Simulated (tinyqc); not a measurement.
Electromigration in a confined line: Blech product, Korhonen stress evolution and Black's law: one step, computed by the program tinyqc.

The electron wind pushes atoms from the cathode (x = 0) to the anode (x = L); blocking ends build a back stress (tension positive). The input rho is taken not to change with temperature. d sigma/dt = d/dx [kappa (d sigma/dx + G)], with zero flux at both ends and sigma = sigma_0 at t = 0.

Task: Stress along the line. sigma(x, t) = sigma_0 + G L [1/2 - x/L - 4 sum_(m odd) cos(m pi x/L) exp(-m^2 pi^2 s)/(m pi)^2], s = t/tau, summed to m = 399. Steady state: sigma_0 + G L (1/2 - x/L). Take x/L = 0, 0.1, 0.2, 0.3, 0.4, 0.6, 0.8 and 1.

Inputs (values chosen for the exercise, close to those used for aluminium lines):
```
quantity                            value  unit
initial stress sigma_0                140   MPa
line length L                          23    um
test temperature T                    230     C
time as a fraction of L^2/kappa, s   0.19     -
```

Start: thermal stress.

stress gradient G = 10.46337 MPa/um

Give: Stress (MPa).

Result:

Stress (MPa):
```
x/L  at time s  steady state
0.0      245.4         260.3
0.1      222.0         236.3
0.2      200.1         212.2
0.3      179.3         188.1
0.4      159.4         164.1
0.6      120.6         115.9
0.8       79.9          67.8
1.0       34.6          19.7
```
